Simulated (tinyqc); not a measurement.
Starting guesses with DIIS over 6 matrices: SCF starting guesses in the sto-3g basis, for Li, spin multiplicity 2. Computed by the program tinyqc with PySCF. UHF with one setting changed at a time; a run stops when the energy changes by less than 1e-09 hartree and the error matrix is below 1e-5. Starts: the lowest orbitals of the core Hamiltonian, of the Wolfsberg-Helmholz matrix (K = 1.75), projected atomic densities, random orbitals, and the highest orbitals of the core Hamiltonian (a deliberately bad start).

Geometry (angstrom):
```
atom       x       y       z
Li    0.0000  0.0000  0.0000
```

lowest solution found by these runs and by PySCF with stability checks = -7.315526 hartree

Largest element of the error matrix X^T (FDS - SDF) X:
```
iteration     core  Wolfsberg-Helmholz  atomic densities   random  highest core orbitals
1          1.2e-01             1.9e-02           3.1e-02  1.2e+00                0.0e+00
2          1.8e-02             2.7e-03           6.9e-02  6.3e-02                1.1e-01
3          4.8e-16             8.0e-05           4.6e-02  1.6e-02                1.1e-01
4          4.6e-16             4.1e-07           2.7e-15  2.3e-02                1.1e-01
5                -             1.6e-07           4.6e-16  2.7e-03                1.1e-01
6                -                   -                 -  1.5e-03                1.1e-01
8                -                   -                 -  4.1e-06                1.5e-02
10               -                   -                 -        -                1.9e-05
```

How each run ends:
```
run                    iterations  E (hartree)         state
core                            4    -7.315526  lowest found
Wolfsberg-Helmholz              5    -7.230164        higher
atomic densities                5    -7.315526  lowest found
random                          9    -7.230164        higher
highest core orbitals          11    -7.230164        higher
```

What does the comparison show, and why?

2 of 5 runs reach the lowest solution found, in 4 to 5 iterations (fastest: core). Ending on a higher stationary point: Wolfsberg-Helmholz, random, highest core orbitals; a small error matrix cannot reveal that, and an occupation fixed by the start is kept by symmetry or by the shape of the basin. The first errors are 1e-01, 2e-02, 3e-02, 1e+00, 0e+00; the deliberately bad start has the smallest one, so a small first error does not mark a good start.
